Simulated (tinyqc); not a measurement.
# Conduction-band offset of an n-N heterojunction from carrier-profile moments, step by step

Program tinyqc, `OMP_NUM_THREADS=1 python tinyqc.py 2410010 2410011 out.jsonl`; Intel Xeon 2.30GHz, shared host, one thread, about 0.09 s. Printed values are rounded.

Layer 1 (x < 0) accumulates electrons and layer 2 (x > 0) is depleted. Boltzmann statistics. The bands bend down by V1 in layer 1 and up by V2 in layer 2, with V1 + V2 = VD = dE + Vt ln[(N2/Nc2)/(N1/Nc1)].

Parameters, values chosen for the exercise; values of the order of III-V alloys:
- T = 200 K (temperature)
- eps_r = 11.5 (relative permittivity of both layers)
- Nc1 = 7.1e17 cm^-3 (density of states of the narrow-gap layer 1)
- Nc2 = 9.8e17 cm^-3 (density of states of the wide-gap layer 2)
- dE = 0.17 eV (conduction-band offset)
- N1 = 5.1e15 cm^-3 (donor density in layer 1)
- N2 = 8.6e16 cm^-3 (donor density in layer 2)
- si = 0 cm^-2 (fixed charge at the interface)

Constants: q = 1.602176634e-19 C, kB = 1.380649e-23 J/K, Vt = kB T/q, eps0 = 8.8541878128e-14 F/cm where lengths are in cm. Results are converted to the units shown.

Range of the model: The accumulated density at the interface nears Nc1, where degeneracy and quantisation set in.

## Division of the diffusion potential

Sheet densities from the first integral: Q1 = sqrt((2 eps0 eps_r Vt N1/q)(exp(u1) - u1 - 1)) extra electrons, Q2 = sqrt((2 eps0 eps_r Vt N2/q)(exp(-u2) + u2 - 1)) missing ones, u = V/Vt; neutrality Q1 = Q2 + si. Q1 - Q2 rises steadily with V1, so V1 follows by bisection.

VD = 0.2131353 V
V1 = 0.08209268 V
V2 = 0.1310426 V
Q1 = 3.527239e11 cm^-2
n at x = 0- = 5.973303e17 cm^-3
n at x = 0+ = 4.289146e13 cm^-3

n drops across the interface by 13900 = (Nc1/Nc2) exp(dE/Vt).

## Electron profile

-x, left point 0 to 9 (nm): [0, 1.07, 6.5, 18.6, 39.4, 70.4, 113, 169, 239, 324]
x, right point 0 to 9 (nm): [0, 6.9, 17, 28.8, 41.8, 55.9, 70.8, 86.6, 103, 120]

Integrate the field q Q(V)/(eps0 eps_r) away from the interface on each side; n = N exp(+/- V/Vt).

n in layer 1, left point 0 to 9 (cm^-3): [5.97330e17, 4.35144e17, 1.46503e17, 4.28413e16, 1.62563e16, 8.71183e15, 6.24171e15, 5.40950e15, 5.16627e15, 5.11051e15]
n in layer 2, right point 0 to 9 (cm^-3): [4.28915e13, 3.28319e14, 3.30742e15, 1.88278e16, 4.90013e16, 7.24037e16, 8.20575e16, 8.50048e16, 8.57659e16, 8.59480e16]

## Offset from the moments

A C-V profile smears n(x) but keeps its zeroth and first moments: si = -int (N - n) dx, VD = (q/(eps0 eps_r)) int (N - n) x dx, dE = VD - Vt ln[(N2/Nc2)/(N1/Nc1)]. Use the trapezoidal rule on each side.

si = 5.354036e10 cm^-2
VD = 0.2130178 V
dE = 0.1698825 eV

On these few points dE comes out -0.12 meV from the true 0.17 eV, and si misses by 5.4e10 cm^-2, 15 % of Q1.
